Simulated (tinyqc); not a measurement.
Inside a calculation: heavy doping: gap narrowing, degeneracy and the minority density. Values are carried at full precision from step to step, so a last printed digit may differ when a step is redone from the rounded ones.

Empirical narrowing (Slotboom form, constants chosen for the exercise; published fits of this form give the apparent narrowing, here it is taken as the true one): dEg = E0 [ln(N/N0) + sqrt(ln(N/N0)^2 + C)].

Constants: kB = 8.617333262e-05 eV/K; e^2/(4 pi eps0) = 14.39964547 eV angstrom.

Inputs chosen for the exercise (gap and densities of states near those of Si at this temperature; narrowing constants near the fits for Si; not measured data): N = 2.7e+17 1/cm^3 (ionised acceptors, equal to the majority density); E0 = 7.9 meV (narrowing scale); N0 = 1.3e+17 1/cm^3 (onset density); C = 0.5 (smoothing constant); Nv = 8.71e+18 1/cm^3 (valence-band density of states); Eg = 1.136 eV (gap); Nc = 2.09e+19 1/cm^3 (conduction-band density of states); T = 250 K; eps = 11.7 (dielectric constant); Mv = 1 (majority valleys).

## Gap narrowing

Evaluate at N.

ln(N/N0) = 0.7309
dEg (empirical fit) = 13.81 meV

Well above N0 each decade of doping adds 2 E0 ln 10 = 36.4 meV.

## Degeneracy of the majority band

F_j(eta) = (1/Gamma(j + 1)) integral_0^infinity x^j dx/(1 + exp(x - eta)), which tends to exp(eta) for eta << 0.

Majority: N = Nv F_1/2(eta), eta the distance of EF beyond the majority band edge in kT. Degeneracy factor gam = F_1/2(eta)/exp(eta). ni0^2 = Nc Nv exp(-Eg/kT); product n p = ni0^2 gam exp(dEg/kT), dEg the true narrowing; apparent narrowing dEa = dEg + kT ln gam; minority density = n p/N.

Solve for eta and form gam.

N/Nv = 0.03100
eta = -3.4629
gam = 0.9891

## Product and minority density

Combine both effects.

ni0 = 4.78e+07 1/cm^3
exp(dEg/kT) = 1.90
dEa = 13.6 meV
sqrt(n p) = 6.55e+07 1/cm^3
minority density = 0.0159 1/cm^3

Narrowing multiplies the product by 1.9 and degeneracy by 0.989; together they change the minority density by a factor 1.88 against ni0^2/N.

## Two estimates of the size

Two physical estimates, e2 = e^2/(4 pi eps0), N in 1/angstrom^3: exchange shift at the Fermi level, Ex = (e2/eps) kF/pi with kF = (3 pi^2 N/Mv)^(1/3); screened-pair energy (Lanyon-Tuft), Es = (3/4)(e2/eps) qs with qs^2 = (4 pi e2 N/(eps kT)) F_-1/2(eta)/F_1/2(eta).

Evaluate both at N.

kF = 0.02000 1/angstrom
Ex = 7.83 meV
Es = 12.78 meV

Against the fitted dEg = 13.8 meV, Ex is 0.57 and Es 0.93 times as large; each keeps one mechanism only, and Ex assumes a strongly degenerate gas, while here eta is only -3.46.

## Checks

- Minority density against the Boltzmann occupation of the other band at the narrowed gap (1/cm^3): both 0.01591.

Program tinyqc; command `OMP_NUM_THREADS=1 python tinyqc.py 1650544 1650545 out.jsonl`; about 0.01 s on one thread of a shared Intel(R) Xeon(R) Processor @ 2.30GHz.
